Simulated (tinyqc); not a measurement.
Image-sensor pixel with a pinned photodiode, signal and noise: one step of the calculation.

A buried n layer between a heavily doped p+ surface layer and a p layer is emptied into a floating diffusion, read through a source follower with correlated double sampling (reset noise cancelled). One-dimensional abrupt junctions; no blooming, lag or crosstalk.

Task. Quantum efficiency and dark current. QE = (1 - Rf)[exp(-al x1) - exp(-al x2)]. ni = sqrt(Nc Nv) exp(-Eg/(2 Vt)), Eg in volts; dark rates ni Wd A/tg (generation) and Jd ni^2 A (diffusion).

Values chosen for this exercise; material values close to those of silicon: temperature T = 333 K; band gap Eg = 1.1 eV; conduction-band density of states at T Nc = 3.23e19 cm^-3; valence-band density of states at T Nv = 3.11e19 cm^-3; photodiode area A = 1 um^2; absorption coefficient (light near 750 nm) al = 0.13 1/um; optical loss before the silicon Rf = 0.18; dead layer x1 = 0.13 um; depth of collection x2 = 2.5 um; generation lifetime tg = 0.015 s; depleted depth Wd = 1.3 um; diffusion dark flux per ni^2 Jd = 1.8e6 x 1e-20 cm^4/s.

Constants: q = 1.602176634e-19 C, kB = 1.380649e-23 J/K, Vt = kB T/q. Results are converted to the units shown.

Wanted: QE; ni; generation rate; diffusion rate.

Result.

QE = 0.2138
ni = 1.503e11 cm^-3
generation rate = 13.03 electrons/s
diffusion rate = 4.067 electrons/s

Of the light that enters, 1.7 % is lost in the dead layer and 72 % passes the collecting depth.

Program tinyqc, `OMP_NUM_THREADS=1 python tinyqc.py 2630102 2630103 out.jsonl`; Intel Xeon 2.30GHz, shared host, one thread, about 0.01 s.
